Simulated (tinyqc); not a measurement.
Moving the second set by strain or alloying: electrons shared among three sets of ellipsoidal valleys.

F_j(eta) = (1/Gamma(j + 1)) integral_0^infinity x^j dx/(1 + exp(x - eta)), which tends to exp(eta) for eta << 0.

Sets L, Gamma, Delta: N_i = M_i times N = 2 (m kB T/(4 pi c))^(3/2) with c = hbar^2/2m0, in 1/angstrom^3; times 1e24 for 1/cm^3, m = (ml mt^2)^(1/3); n = sum_i N_i F_1/2((EF - dE_i)/kT), energies from the edge of the first set; mu_drift = sum of share times mobility.

Constants: hbar^2/2m0 = 3.80998211 eV angstrom^2; kB = 8.617333262e-05 eV/K.

Parameters, chosen for this exercise (masses and offsets near those of Ge; mobilities are free inputs, held fixed; not measured data):
- dE = (0, 0.113, 0.217) eV (edges of L, Gamma, Delta above the first)
- M = (4, 1, 6) (valleys in each set)
- ml = (1.587, 0.043, 0.867) m0 (longitudinal masses of L, Gamma, Delta)
- mt = (0.0801, 0.043, 0.2056) m0 (transverse masses)
- mu = (3600, 16000, 1200) cm^2/(V s) (mobility of each set)
- n = 5.5e+18 1/cm^3 (total electron density)
- T = 400 K

The second entry of dE is replaced by the values listed; a negative value puts that set lowest.

Populations:

| offset (eV) | EF (eV) | share L | share Gamma | share Delta | mu_drift |
|---|---|---|---|---|---|
| -0.100 | -0.0385 | 0.8373 | 0.1578 | 0.0049 | 5545 |
| -0.050 | -0.0346 | 0.9272 | 0.0674 | 0.0055 | 4422 |
| 0.000 | -0.0327 | 0.9728 | 0.0215 | 0.0058 | 3853 |
| 0.025 | -0.0323 | 0.9830 | 0.0112 | 0.0058 | 3724 |
| 0.050 | -0.0321 | 0.9885 | 0.0056 | 0.0059 | 3655 |
| 0.100 | -0.0319 | 0.9928 | 0.0014 | 0.0059 | 3603 |
| 0.150 | -0.0319 | 0.9938 | 0.0003 | 0.0059 | 3590 |
| 0.200 | -0.0319 | 0.9940 | 0.0001 | 0.0059 | 3587 |
| 0.300 | -0.0319 | 0.9941 | 0.0000 | 0.0059 | 3586 |

The share of L goes from 0.837 to 0.994 and the mean mobility from 5545 to 3586 cm^2/(V s). L holds more than Gamma throughout. The share of Delta is at most 0.0059. With Boltzmann statistics the first two sets are equal at kT ln(N_2/N_1) = -0.1314 eV.

Program tinyqc; command `OMP_NUM_THREADS=1 python tinyqc.py 1680036 1680037 out.jsonl`; about 0.01 s on one thread of a shared Intel(R) Xeon(R) Processor @ 2.30GHz.
